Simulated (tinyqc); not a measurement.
Doping the contact: Schottky barrier with interface states (Cowley-Sze model), image lowering and contact resistance. Computed by tinyqc, a small Python program. Command: `OMP_NUM_THREADS=1 python tinyqc.py 3031945 3031946 out.jsonl pinning walk`. One thread of a shared host (Intel(R) Xeon(R) Processor @ 2.30GHz), about 0.01 s of CPU time with the checks.

An n-type semiconductor under a metal. The barrier lies between the Schottky-Mott limit phi_M - chi and the Bardeen limit E_g - E_n, E_n being the neutrality level of the interface states; the space-charge term of the full Cowley-Sze expression is left out.

Inputs (values chosen for the exercise, with gap, mass and screening modelled on CdTe): gap E_g = 1.56 eV; electron affinity chi = 4.39 eV; metal work function phi_M = 4.65 eV; neutrality level E_n above the valence band = 0.747 eV; interface-state density D = 1.6e+13 cm^-2 eV^-1; dipole layer thickness delta = 0.16 nm; dipole layer constant eps_i = 1; dielectric constant eps_s = 9.84; electron mass m_e = 0.0938 m_0; valleys M_c = 1; temperature T = 300 K.

Pinning factor from: interface states.

Constants: e = 1.602176634e-19 C; eps_0 = 8.8541878128e-12 F/m; k_B = 8.617333262e-05 eV/K; hbar = 1.054571817e-34 J s; m_0 = 9.1093837015e-31 kg; k_B = 1.380649e-23 J/K; h = 6.62607015e-34 J s.

Method:
- S = 1/(1 + e^2 D delta/(eps_i eps_0)); for D per eV, e^2 D is the number e x D in SI units, with 1 cm^-2 = 1e4 m^-2.
- phi_B = S (phi_M - chi) + (1 - S)(E_g - E_n); the hole barrier is E_g - phi_B.
- A* = 4 pi e m_e M_c k_B^2/h^3 (a simple valley count); J_s = A* T^2 exp(-phi/k_B T).
- E_00 = (e hbar/2) sqrt(N/(m_e eps_s eps_0)), E_0 = E_00 coth(E_00/k_B T); scaling form of the contact resistivity rho_c = (k_B/(e A* T)) exp(phi_B/E_0), which is the thermionic result when E_00 << k_B T and keeps only the leading exponential of tunnelling when E_00 >> k_B T; image lowering is left out of it.
- Regimes: thermionic below E_00/k_B T = 0.5, field emission above 5.

barrier phi_B = 0.435070 eV

Against doping:
```
N (cm^-3)  1e10/sqrt(N)  E_00/k_B T  rho_c (ohm cm^2)                     regime
1.00e+16     1.0000e+02  7.4754e-02        5.0294e-01        thermionic emission
1.00e+17     3.1623e+01  2.3639e-01        3.8189e-01        thermionic emission
1.00e+18     1.0000e+01  7.4754e-01        3.9982e-02  thermionic-field emission
3.00e+18     5.7735e+00  1.2948e+00        1.8321e-03  thermionic-field emission
1.00e+19     3.1623e+00  2.3639e+00        2.7788e-05  thermionic-field emission
3.00e+19     1.8257e+00  4.0944e+00        1.5500e-06  thermionic-field emission
1.00e+20     1.0000e+00  7.4754e+00        2.4208e-07             field emission
3.00e+20     5.7735e-01  1.2948e+01        9.3482e-08             field emission
1.00e+21     3.1623e-01  2.3639e+01        5.1931e-08             field emission
```

Over the thermionic rows rho_c changes by a factor 1.3 only, and then it falls fast, by 7.0 decades in all; in field emission ln rho_c is linear in 1/sqrt(N). It passes below 1e-7 ohm cm^2 at N = 3e20 cm^-3 of those listed.
